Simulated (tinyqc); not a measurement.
CMOS latch-up, two-transistor model: effect of the temperature.

A parasitic pnp (emitter at Vdd, base shunted by Rw) and npn (emitter at ground, base shunted by Rs) feed each other: the npn collector current flows out of the pnp base node, the pnp collector current into the npn base node. Forward-active transistors with constant gains: Icn = Isn exp(Vn/Vt), Icp = Isp (exp(Vp/Vt) - 1). A current Ii is injected into the npn base node.

Isn, Isp and Von are given at 250 K; the currents scale as T^3 exp(-1.12 V/Vt), Von falls by 1.5 mV/K, gains and resistances are fixed. Node equations: Vp/Rw + Icp/bp = Icn and Vn/Rs + Icn/bn = Icp + Ii. Loop gain G = gn gp/[(1/Rw + gp/bp)(1/Rs + gn/bn)], gn = Icn/Vt, gp = (Icp + Isp)/Vt; the off state ends where G = 1, and Ii there is the trigger current. On state with both base-emitter voltages at Von: npn base current Ib = (Von/Rs + bp Von/Rw)/(bn bp - 1), holding current Ih = (bn + 1) Ib + Von/Rs, holding voltage Vh = Vsat + Von + R2 (Ib + Von/Rs).

Parameters, values chosen for the exercise; values close to those of bulk CMOS:
- bn = 19.4 (current gain of the npn)
- bp = 4.7 (current gain of the pnp)
- Isn = 2.4e-19 A (saturation current of the npn at the reference temperature)
- Isp = 7.1e-20 A (saturation current of the pnp at the reference temperature)
- Rs = 550 ohm (substrate resistance shunting the npn)
- Rw = 550 ohm (well resistance shunting the pnp)
- R2 = 230 ohm (resistance from the pnp collector to the npn base)
- Von = 0.84 V (base-emitter voltage in the on state)
- Vsat = 0.2 V (saturation voltage)
- Vdd = 0.9 V (supply voltage)

Constants: q = 1.602176634e-19 C, kB = 1.380649e-23 J/K, Vt = kB T/q. Results are converted to the units shown.

Result of one run:

| Vn at trigger (V) | trigger current (mA) | Ih (mA) | Vh (V) |
|---|---|---|---|
| 0.6522 | 1.231 | 3.041 | 1.255 |

Which temperature T gave this result: 233, 263, 293, 323 or 353 K?

T = 323 K.

The whole series:

| T (K) | Vn at trigger (V) | trigger current (mA) | Ih (mA) | Vh (V) |
|---|---|---|---|---|
| 233 | 0.8077 | 1.532 | 3.603 | 1.450 |
| 263 | 0.7574 | 1.435 | 3.415 | 1.385 |
| 293 | 0.7055 | 1.334 | 3.228 | 1.320 |
| 323 | 0.6522 | 1.231 | 3.041 | 1.255 |
| 353 | 0.5973 | 1.125 | 2.853 | 1.190 |
| 383 | 0.5409 | 1.016 | 2.666 | 1.125 |
| 413 | 0.4826 | 0.9030 | 2.479 | 1.060 |
| 443 | 0.4225 | 0.7861 | 2.292 | 0.9953 |

As T goes from 233 to 443 K, the trigger current falls from 1.53 to 0.786 mA, Ih falls from 3.60 to 2.29 mA and Vh falls from 1.45 to 0.995 V. Vh exceeds the supply Vdd = 0.9 V, which then cannot sustain a latched state, in 8 of the 8 rows.

Range of the model: Near the trigger Vn + Vp exceeds Vdd by over 0.35 V, so both collector junctions are forward biased and the forward-active model is out of range there.

Computed by the program tinyqc: `OMP_NUM_THREADS=1 python tinyqc.py 2670054 2670055 out.jsonl`, one thread of a shared Intel Xeon 2.30GHz, about 0.04 s for the whole run.
